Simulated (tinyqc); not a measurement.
# From one set of inputs to another, one input at a time

Model: sheet resistance and Hall data of a diffused or implanted layer. Computed by tinyqc, a small Python program. Command: `OMP_NUM_THREADS=1 python tinyqc.py 3007139 3007140 out.jsonl layer ladder`. One thread of a shared host (Intel(R) Xeon(R) Processor @ 2.30GHz), about 0.01 s of CPU time with the checks.

Carriers are taken equal to the net active doping down to the junction (full ionisation, which deep dopants in wide-gap hosts do not reach; no spill-over, no depletion), and the Hall factor is 1.

The inputs printed are set A. Set A is modelled on aluminium in 4H-SiC; the values taken over come from a set modelled on donors in germanium. Inputs not listed in the table keep their values of set A, so the rows need not describe a real material.

Inputs (values chosen for the exercise, modelled on aluminium in 4H-SiC):
```
quantity,value,unit
mu_min,15.7,cm^2/(V s)
mu_max,128,cm^2/(V s)
N_ref,1.7e+19,1/cm^3
exponent alpha,0.35,-
peak concentration N_0,3.3e+19,1/cm^3
length scale l,560,nm
background doping N_B (opposite type),3e+16,1/cm^3
```

Profile: box. Activation: complete.

Constants: e = 1.602176634e-19 C.

Method:
- N(x) = N_0 down to x_j = l, dose N_0 l.
- Mobility mu = mu_min + (mu_max - mu_min)/(1 + (N_t/N_ref)^alpha), N_t = active doping + N_B; carriers n = active doping - N_B, all dopants active.
- Integrals from x_0 (0 unless stated) to x_j by the midpoint rule on 400 even intervals: 1/R_s = e int n mu dx; sheet density n_s = int n dx; Hall sheet density (int n mu dx)^2/int n mu^2 dx; Hall mobility int n mu^2 dx/int n mu dx.
- Mean conductivity 1/(R_s x_j); mean mobility 1/(e n_s R_s).

Each row keeps all changes above it:
```
input moved,from,to,sheet resistance R_s (ohm),junction depth x_j (nm),mean conductivity 1/(R_s x_j) (S/cm)
set A,-,-,51.73,560,345.22
peak concentration N_0 (1/cm^3),3.3e+19,1.6e+18,757.82,560,23.56
length scale l (nm),560,430,986.93,430,23.56
background doping N_B (opposite type) (1/cm^3),3e+16,7e+15,971.45,430,23.94
mu_max (cm^2/(V s)),128,3950,33.11,430,702.31
N_ref (1/cm^3),1.7e+19,1.2e+17,79.49,430,292.58
mu_min (cm^2/(V s)),15.7,295,67.73,430,343.38
```

Sheet resistance R_s goes from 51.7 to 67.7, a factor 1.31 in all. The largest single move comes from mu_max (a factor 0.0341), but it runs against the net change; the largest move in the direction of the net change is peak concentration N_0 (a factor 14.7). Junction depth x_j goes from 560 to 430, a factor 0.768 in all. The largest single move comes from length scale l (a factor 0.768). Mean conductivity 1/(R_s x_j) goes from 345 to 343, a factor 0.9947 in all. The largest single move comes from mu_max (a factor 29.3), but it runs against the net change; the largest move in the direction of the net change is peak concentration N_0 (a factor 0.0683). The single moves hold for this order of the switches; the total does not depend on the order.

Extremes, crossings and ranges named in words are read from the listed rows.
